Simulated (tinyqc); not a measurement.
From results to parameters: two-site tight-binding chain. Computed by the program tinyqc.

Problem. A two-site chain has site energies +delta (A) and -delta (B) and hoppings t1 > t2 > 0, so E = +/- sqrt(delta^2 + |t1 + t2 exp(-ika)|^2). Find delta, t1 and t2.

upper band at k = 0 = 4.848691 eV
upper band at the zone edge = 1.317953 eV
weight of the upper band on site A at the zone edge = 0.830057

Solution. The weight on A is (1 + delta/E)/2, which gives delta; then t1 + t2 = sqrt(E(0)^2 - delta^2) and t1 - t2 = sqrt(E(edge)^2 - delta^2).

delta, t1, t2 (eV): 0.870  2.880  1.890
